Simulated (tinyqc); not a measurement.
Barrier width: Kronig-Penney superlattice by transfer matrices.

Wells (width a, potential 0, mass mw) alternate with barriers (width b, height V0, mass mb); period d = a + b; c = hbar^2/2m0. The vector (psi, psi'/m) is continuous, and a layer of thickness t carries it by M = [[cos kt, (m/k) sin kt], [-(k/m) sin kt, cos kt]] with k = sqrt(m (E - V)/c); for E < V, k = i kappa gives [[cosh, (m/kappa) sinh], [(kappa/m) sinh, cosh]] of kappa t. A Bloch state obeys cos(q d) = tr(Mb Mw)/2.

Constants: hbar^2/2m0 = 3.80998211 eV angstrom^2.

Values chosen for the exercise (near those of a non-polar GaN superlattice with barriers of AlN; the results hold for these values, not for the real material): a = 16 angstrom (well width); V0 = 1.819 eV (barrier height); mw = 0.195 m0 (mass in the wells); mb = 0.322 m0 (mass in the barriers); bs = (4.5, 6.8, 9, 11.7, 14.4, 18, 22.5) angstrom (barrier widths).

First miniband against b. m_z = -2 c f'/d^2 with f = tr M/2 at the bottom of the band. E1 is the level of the single well, kappa1 its decay constant in the barrier.

First miniband:

| b (angstrom) | bottom (eV) | top (eV) | W (meV) | ln W | m_z (m0) |
|---|---|---|---|---|---|
| 4.5 | 0.2553 | 0.4039 | 148.6 | 5.001 | 0.328 |
| 6.8 | 0.2932 | 0.3585 | 65.30 | 4.179 | 0.523 |
| 9.0 | 0.3100 | 0.3399 | 29.83 | 3.396 | 0.885 |
| 11.7 | 0.3190 | 0.3304 | 11.42 | 2.435 | 1.80 |
| 14.4 | 0.3224 | 0.3268 | 4.375 | 1.476 | 3.83 |
| 18.0 | 0.3240 | 0.3252 | 1.217 | 0.196 | 10.9 |
| 22.5 | 0.3245 | 0.3247 | 0.2459 | -1.403 | 41.9 |

E1 = 0.3246 eV
kappa1 = 0.3554 1/angstrom

What does the comparison show, and why?

W falls from 148.6 to 0.25 meV, and both edges close in on E1. The slope of ln W is -0.3575 per angstrom over the first two rows and -0.3554 over the last two, against -kappa1 = -0.3554: the width follows one power of the tunnelling amplitude once the wells couple weakly. m_z grows by a factor 127.6. Layers under about 10 angstrom are at the limit of envelope theory.

(tinyqc, `OMP_NUM_THREADS=1 python tinyqc.py 1251505 1251506 out.jsonl`, Intel(R) Xeon(R) Processor @ 2.30GHz, 1 thread, shared host, about 0.05 s.)
